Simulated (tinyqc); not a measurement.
Inside a calculation: temperature and isotope dependence of a band gap in oscillator models. Values are carried at full precision from step to step, so a last printed digit may differ when a step is redone from the rounded ones.

E(T) = E0 - sum_i sl_i th_i n_i(T), n = 1/(exp(th/T) - 1). The same coupling lowers the gap at 0 K by the zero-point term ZP = sum_i sl_i th_i/2, so the gap of the static lattice is E0 + ZP. Thermal expansion is taken as part of the slopes.

Parameters, chosen for this exercise (near those of SiC; the results hold for these values, not for the real material):
```
symbol  value             unit   meaning
E0      3.287             eV     gap at 0 K
th      (270, 957)        K      temperatures of two oscillators
sl      (0.1843, 0.3137)  meV/K  their high-temperature slopes
T       150               K      temperature
M       20.05             u      mean atomic mass
dM      0.69              u      change of the mean mass (not bounded by the natural isotopes)
T12     (610, 1390)       K      temperatures of the fits
```

## The gap at T

Give the occupations, the two terms, the gap, ZP and the static gap.

n_i: 0.19803  0.00170

terms (meV): 9.854  0.510

E(T) = 3.2766 eV
ZP = 174.99 meV
static gap = 3.4620 eV

The thermal fall, 10.4 meV, is smaller than the zero-point term, 175.0 meV; the soft oscillator supplies 95 % of the fall but 14 % of ZP. A calculation with clamped ions should be compared with the static gap.

## Slope and asymptote

dE/dT = -sum sl_i (th_i/T)^2 n_i (1 + n_i). At high T, n -> T/th - 1/2, so E -> E0 + ZP - (sum sl_i) T. Give the slope, its ratio to the limit, and the value at 0 K of the tangent drawn at T.

dE/dT = -0.1634 meV/K
ratio to the limiting slope = 0.3281
intercept of the tangent = 3.3011 eV
intercept - E0 = 14.14 meV

The tangent recovers 8 % of ZP: the extrapolation works only from T well above the higher oscillator (957 K).

## Isotope effect

With M -> M + dM the oscillator temperatures scale as M^(-1/2) and the slopes stay. Give th, ZP, E0 (static gap fixed) and E(T) for the new mass, and the linear rule dE0 = ZP dM/(2 M).

th (K): 265.47  940.95

ZP = 172.051 meV
shift of E0 = 2.935 meV
linear rule = 3.011 meV
shift of E(T) = 2.695 meV

The heavier crystal has the wider gap. At 150 K 92 % of the shift at 0 K is left; it fades at high T, where the motion is classical and the mean-square amplitude no longer depends on mass.

## Two common fits

Two-parameter forms are made to pass through the falls at the two temperatures T12: Varshni aV T^2/(T + bV), from the line T^2/fall = (T + bV)/aV; one oscillator s1 t1/(exp(t1/T) - 1), with t1 from the ratio of the falls.

Give the falls and the parameters.

falls (meV): 168.3512  535.1288

aV = 0.5570 meV/K
bV = 621 K
t1 = 643.2 K
s1 = 0.4895 meV/K
ZP of the one-oscillator fit = 157.4 meV

The limiting slope of the model is 0.4980 meV/K; Varshni puts it +12 % off and one oscillator -2 %. The ZP of the fit differs from the true one by -17.5 meV.

## Checks

- Slope by finite differences against the formula (meV/K): both 0.16339.
- Fall at 20 times the higher oscillator temperature against the asymptote (meV): 9358.0 against 9356.7.

(tinyqc, `OMP_NUM_THREADS=1 python tinyqc.py 1880057 1880058 out.jsonl`, Intel(R) Xeon(R) Processor @ 2.30GHz, 1 thread, shared host, about 0.01 s.)
